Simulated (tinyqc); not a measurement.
Etch lag against aspect ratio: ion-assisted plasma etching: sheath, surface coverage, synergy and aspect-ratio dependence. Computed by tinyqc, a small Python program. Command: `OMP_NUM_THREADS=1 python tinyqc.py 3031802 3031803 out.jsonl etch walk`. One thread of a shared host (Intel(R) Xeon(R) Processor @ 2.30GHz), about 0.07 s of CPU time with the checks.

Radicals adsorb on bare sites; ions remove covered sites with a high yield and bare sites by sputtering; a slow spontaneous reaction acts everywhere, walls included.

Inputs (values chosen for the exercise, close to those used for silicon in a halogen plasma):

| quantity | value | unit |
|---|---|---|
| plasma density n_e | 8.6e+09 | 1/cm^3 |
| electron temperature T_e | 4.8 | eV |
| ion mass M_i | 35.5 | u |
| sheath voltage V | 410 | V |
| radical density n | 4.5e+13 | 1/cm^3 |
| radical mass M_n | 35.5 | u |
| gas temperature T_g | 300 | K |
| sticking coefficient s | 0.18 | - |
| radicals per removed unit x | 3 | - |
| yield slope b | 0.1 | eV^(-1/2) |
| threshold E_th | 30 | eV |
| sputter slope b_p | 0.026 | eV^(-1/2) |
| sputter threshold E_p | 30 | eV |
| spontaneous reaction probability k_c | 0.00027 | - |
| solid density N | 5e+22 | 1/cm^3 |
| ion temperature T_i | 0.59 | eV |

Feature: round hole.

Constants: e = 1.602176634e-19 C; u = 1.6605390666e-27 kg; k_B = 1.380649e-23 J/K; eps_0 = 8.8541878128e-12 F/m.

Method:
- Bohm speed u_B = sqrt(e T_e/M_i); ion flux G_i = 0.61 n_e u_B; radical flux G_n = n c/4 with c = sqrt(8 k_B T_g/(pi M_n)).
- Debye length lambda_D = sqrt(eps_0 T_e/(e n_s)) with n_s = 0.61 n_e, T_e in volts; Child-law sheath d = (sqrt2/3) lambda_D (2 V/T_e)^(3/4); ion energy E = V + T_e/2; angular spread = arctan(sqrt(T_i/E)).
- Yields: Y = b (sqrt(E) - sqrt(E_th)) on covered sites, Y_p = b_p (sqrt(E) - sqrt(E_p)) on bare ones (zero below threshold).
- Steady coverage: s G_n (1 - theta) = x Y G_i theta; removal flux = Y G_i theta + Y_p G_i (1 - theta) + k_c G_n; rate = flux/N, 1 cm/s = 6e8 nm/min.
- Lateral rate = k_c G_n/N; anisotropy = 1 - lateral/vertical; synergy = vertical/(ions alone + radicals alone), with ions alone Y_p G_i/N and radicals alone the lateral rate.
- Transmission of a round hole: K = 1/(1 + 3A/4), walls that scatter diffusely without loss. With a loss probability S = s (1 - theta) at the floor, G_b/G_n = K/(K + S - K S); theta follows G_b, and the two are solved together. Ions are taken to reach the floor unshadowed; G_b replaces G_n in every term of the rate; A is depth over diameter.

yield Y = 1.48304

sputter yield Y_p = 0.385591

ion flux G_i = 1.89481e+15 1/(cm^2 s)

radical flux G_n = 4.75868e+17 1/(cm^2 s)

vertical rate = 33.0269 nm/min

coverage theta = 0.910399

Floor of the feature:

| A | K | G_b/G_n | theta | rate (nm/min) | relative rate |
|---|---|---|---|---|---|
| 0.5 | 0.72727 | 0.99396 | 0.90990 | 33.005 | 0.99934 |
| 1.0 | 0.57143 | 0.98792 | 0.90940 | 32.983 | 0.99868 |
| 2.0 | 0.40000 | 0.97586 | 0.90839 | 32.939 | 0.99735 |
| 5.0 | 0.21053 | 0.93986 | 0.90521 | 32.805 | 0.99327 |
| 10.0 | 0.11765 | 0.88049 | 0.89946 | 32.570 | 0.98616 |
| 20.0 | 0.06250 | 0.76457 | 0.88596 | 32.054 | 0.97054 |
| 50.0 | 0.02597 | 0.45402 | 0.82185 | 29.975 | 0.90761 |
| 100.0 | 0.01316 | 0.16596 | 0.62773 | 24.687 | 0.74749 |

What follows from these numbers?

K falls by a factor 55.3 over the rows and the rate by 1.34. Among these rows the rate stays within 10 % of the open-field value up to A = 50, as near saturation the coverage changes little when G_b falls. Caution: a sheath of several millimetres is collisional at usual pressures, which lowers the ion energy and widens the angles. Caution: rows with A above about 1/(2 tan(ion spread)) or 1/sqrt(k_c), often 10 to 30, are formal: ion shadowing, radical loss on the walls, redeposition of sputtered material and, in fluorocarbon plasmas, polymer growth are left out and add to the lag.
